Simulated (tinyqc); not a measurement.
Inputs raised by 10 %, one at a time: sputter depth profiling of a dopant layer: erosion rate, quantification and the mixing-roughness response. Computed by tinyqc, a small Python program. Command: `OMP_NUM_THREADS=1 python tinyqc.py 3000718 3000719 out.jsonl sims sens`. One thread of a shared host (Intel(R) Xeon(R) Processor @ 2.30GHz), about 0.1 s of CPU time with the checks.

A rastered ion beam erodes silicon (49.94 atoms per nm^3). The measured profile is the true one convolved with a depth response.

Inputs (values chosen for the exercise, modelled on a dopant in silicon under an oxygen or caesium beam):
```
quantity                               value    unit
beam energy E                            1.1     keV
beam current                             420      nA
raster side                              200      um
sputter yield at 1 keV                  0.86       -
mixing length at 1 keV                   1.8      nm
roughness sigma                          0.6      nm
depth of the top edge z0                  49      nm
box width b                              1.6      nm
box concentration C                  2.3e+20  1/cm^3
relative sensitivity factor RSF      9.7e+20  1/cm^3
matrix count rate                    1.7e+06     1/s
background count rate                   0.59     1/s
counting time per point                    1       s
level that defines the junction C_B    3e+17  1/cm^3
```

True profile: box.

Constants: e = 1.602176634e-19 C.

Method:
- Scaling chosen for the exercise: yield Y = Y1 E^0.5, mixing length w = w1 E^0.5 (E in keV).
- Erosion rate = Y I/(e x raster^2 x density); depth step = rate x counting time; concentration = RSF x counts/matrix counts; detection limit = RSF x 3 sqrt(background x time)/(matrix rate x time).
- Mixing alone turns a layer at z0 into (1/w) exp(-(z - z0 + w)/w) for z > z0 - w; roughness adds a Gaussian of width sigma. With x = z - z0 + w: g(x) = (1/(2w)) exp(sigma^2/(2 w^2) - x/w) erfc((sigma/w - x/sigma)/sqrt2), and its integral G(x) = (1/2) erfc(-x/(sigma sqrt2)) - w g(x). Measured: C [G(x) - G(x - b)].
- Find the maximum, the full width at half maximum and the deep point where the profile falls to C_B; far down, the trailing edge decays by w ln(10) per decade.
- Convolution adds means and variances: the response has mean 0 (shift -w plus exponential mean w) and variance w^2 + sigma^2; a box adds the mean b/2 and the variance b^2/12.

Runs; columns: (1) input moved; (2) from; (3) to; (4) full width at half maximum (nm); (5) peak concentration (1/cm^3); (6) apparent junction depth (nm); (7) standard deviation (nm):
```
(1)                                               (2)       (3)    (4)        (5)    (6)    (7)
base run                                            -         -  3.004  1.025e+20  60.29  2.034
beam energy E (keV)                               1.1      1.21  3.069  9.984e+19  60.69  2.120
mixing length at 1 keV (nm)                       1.8      1.98  3.137  9.722e+19  61.11  2.210
roughness sigma (nm)                              0.6      0.66  3.105  9.967e+19  60.31  2.053
box width b (nm)                                  1.6      1.76  3.076  1.106e+20  60.56  2.045
level that defines the junction C_B (1/cm^3)    3e+17   3.3e+17  3.004  1.025e+20  60.11  2.034
box concentration C (1/cm^3)                  2.3e+20  2.53e+20  3.004  1.127e+20  60.47  2.034
beam current (nA)                                 420       462  3.004  1.025e+20  60.29  2.034
```

Exponents ln(y'/y) / ln(x'/x):
```
input                                full width at half maximum  peak concentration  apparent junction depth  standard deviation
beam energy E                                             0.224              -0.273                    0.070               0.433
mixing length at 1 keV                                    0.455              -0.553                    0.142               0.872
roughness sigma                                           0.348              -0.291                    0.003               0.095
box width b                                               0.247               0.803                    0.047               0.056
level that defines the junction C_B                       0.000               0.000                   -0.031               0.000
box concentration C                                       0.000               1.000                    0.031               0.000
beam current                                              0.000               0.000                    0.000               0.000
```

Among the inputs moved here: full width at half maximum answers most in size to mixing length at 1 keV (exponent +0.455), next to roughness sigma (+0.348); its exponent is below 0.0005 for level that defines the junction C_B, box concentration C, beam current. Peak concentration answers most in size to box concentration C (exponent +1.000), next to box width b (+0.803); its exponent is below 0.0005 for level that defines the junction C_B, beam current. Its exponent +1.000 in box concentration C: convolution is linear. Apparent junction depth answers most in size to mixing length at 1 keV (exponent +0.142), next to beam energy E (+0.070); its exponent is below 0.0005 for beam current. Standard deviation answers most in size to mixing length at 1 keV (exponent +0.872), next to beam energy E (+0.433); its exponent is below 0.0005 for level that defines the junction C_B, box concentration C, beam current.

Extremes, crossings and ranges named in words are read from the listed rows.
